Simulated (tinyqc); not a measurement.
Comparisons within one model: valley splitting in a one-orbital chain of atomic planes (second-neighbour model). A value that a table varies takes the place of the one given here.

Each (001) plane carries one orbital with energy e0, hopping v to the next plane and u to the second: E(phi) = e0 + 2 v cos(phi) + 2 u cos(2 phi), where phi = pi - k a/4 (the sign of every second orbital is chosen so that v > 0, which shifts the phase by pi). The minimum lies at cos(phi0) = -v/(4u), phi0 = pi - (pi/2) k0 for a valley at k0 (2 pi/a), and e0 puts it at zero. A slab of N planes has hard walls: the matrix simply ends.

A well of Nw planes between barriers of 40 planes each (as of a SiGe alloy, taken as an offset alone). With x = j - 39.5 for plane j = 0, 1, ..., the potential is V0 (f(x) + f(Nw - x)) + F (j - 40) a/4, f(y) = 1/(1 + exp(y/L)), a step for L = 0; L is in planes, 4 L is about the distance over which f goes from 0.88 to 0.12, and 1 MV/m = 1e-4 V/angstrom.

Constants: hbar^2/2m0 = 3.80998211 eV angstrom^2.

Inputs chosen for the exercise (near those of the Delta valleys of silicon; abrupt walls in this chain split the valleys several times more than measured wells; not measured data):

| symbol | value | unit | meaning |
|---|---|---|---|
| a | 5.422 | angstrom | lattice constant; planes lie a/4 apart |
| ml | 0.905 | m0 | longitudinal mass |
| N0 | 23 |  | first number of planes |
| Nf | 100 |  | planes in the thick slab |
| V0 | 0.25 | eV | barrier height |
| F | 15 | MV/m | field |
| Nw | 76 |  | planes in the well |
| k0 | 0.839 | 2 pi/a | position of the valley |

## Splitting against the number of planes

u = 0.611073 eV
v = 0.611589 eV
e0 = 1.375172 eV
phi0 = 1.823695 rad

Ten slabs from N0 on, of thickness (N - 1) a/4 between the outer planes. Effective mass: E1 = (c/ml)(pi/W)^2 with W = (N + 2) a/4: the amplitude vanishes on two missing planes at each end, and the envelope has its nodes N + 2 spacings apart. Large-N estimate of the splitting: 16 pi^2 u |sin(phi0) sin((N + 2) phi0)|/(N + 2)^3.

Doublet (meV):

| N | thickness (angstrom) | mean level | effective mass | splitting | estimate |
|---|---|---|---|---|---|
| 23 | 29.82 | 36.13 | 36.18 | 5.903 | 5.975 |
| 24 | 31.18 | 33.28 | 33.45 | 1.758 | 1.531 |
| 25 | 32.53 | 30.94 | 31.02 | 3.901 | 4.059 |
| 26 | 33.89 | 28.77 | 28.84 | 3.152 | 3.047 |
| 27 | 35.24 | 26.78 | 26.89 | 1.737 | 1.903 |
| 28 | 36.60 | 25.10 | 25.13 | 3.353 | 3.338 |
| 29 | 37.95 | 23.44 | 23.53 | 0.084 | 0.044 |
| 30 | 39.31 | 22.06 | 22.08 | 2.726 | 2.770 |
| 31 | 40.66 | 20.71 | 20.77 | 1.306 | 1.227 |
| 32 | 42.02 | 19.52 | 19.56 | 1.675 | 1.748 |

The mean level falls smoothly, from 36.1 to 19.5 meV, within 0.6 % of the effective-mass value. The splitting swings between 0.084 (N = 29) and 5.903 meV (N = 23): one plane more or less changes the phase between the two walls by phi0 = 1.824 rad. The estimate misses the computed values by at most 0.227 meV.

## Splitting against the electric field

A thick slab in a field F: plane j = 0, 1, ... gains the energy F j a/4 (1 MV/m = 1e-4 V/angstrom), which presses the electron against the first wall. The exponent is the slope of ln(splitting) against ln F between 20 and 50 MV/m.

Doublet:

| F (MV/m) | mean level (meV) | splitting (meV) | splitting/F (meV per MV/m) |
|---|---|---|---|
| 1 | 7.99 | 0.1453 | 0.1453 |
| 2 | 12.50 | 0.2807 | 0.1404 |
| 5 | 22.75 | 0.7003 | 0.1401 |
| 10 | 35.67 | 1.4011 | 0.1401 |
| 20 | 55.74 | 2.8034 | 0.1402 |
| 30 | 72.21 | 4.2068 | 0.1402 |
| 50 | 99.80 | 7.0161 | 0.1403 |

exponent = 1.00

The splitting goes from 0.1453 to 7.0161 meV. At high field it grows as F^1.00: at a single hard wall it follows the squared slope of the envelope, which is proportional to F, while the level itself grows about as F^(2/3) (here F^0.64). A hard wall is the sharpest interface possible; real Si interfaces split several times less.

## Sharp and graded interfaces

The lowest doublet for several interface widths L.

Doublet:

| L (planes) | 4 L (angstrom) | mean level (meV) | splitting (micro-eV) |
|---|---|---|---|
| 0.00 | 0.00 | 41.70 | 2101.74 |
| 0.25 | 1.36 | 41.96 | 1087.83 |
| 0.50 | 2.71 | 42.37 | 203.91 |
| 0.75 | 4.07 | 42.87 | 38.08 |
| 1.00 | 5.42 | 43.51 | 7.11 |
| 1.50 | 8.13 | 45.08 | 0.20 |
| 2.00 | 10.84 | 46.94 | 0.01 |

The mean level moves by +5.2 meV over the table, while the splitting falls from 2101.7 micro-eV at a step to 7.11 at L = 1 plane, a factor 296. Coupling the valleys needs the Fourier component of the potential at twice the valley wave vector, a period of a few planes, and grading removes it. Random alloy disorder, left out here, sets the splitting once this part is gone.

## What each parameter does

Step interfaces (L = 0). u, v, e0 follow from 8 u sin^2(phi0) = (2c/ml)/(a/4)^2, v = -4u cos(phi0), e0 = 2u + v^2/(4u), c = hbar^2/2m0. Each row changes one parameter from the base and keeps the others.

Results:

| case | mean level (meV) | splitting (micro-eV) |
|---|---|---|
| base | 41.70 | 2101.7 |
| k0 = 0.849 2 pi/a | 41.70 | 2093.3 |
| ml = 0.996 m0 | 40.43 | 2101.9 |
| V0 = 0.375 eV | 42.85 | 2101.8 |
| F = 30 MV/m | 62.69 | 4205.1 |
| Nw = 77 | 41.70 | 2101.7 |

The largest shifts from the base row, up to three for each result and ties (the steps differ in size, so this ranks the rows, not the parameters). mean level (meV): F +20.99, ml -1.27, V0 +1.15; unchanged at the printed digits by k0 and Nw. splitting (micro-eV): F +2103.4, k0 -8.5, ml +0.1, V0 +0.1; unchanged at the printed digits by Nw.

Program tinyqc; command `OMP_NUM_THREADS=1 python tinyqc.py 1482065 1482066 out.jsonl`; about 0.01 s on one thread of a shared Intel(R) Xeon(R) Processor @ 2.30GHz.
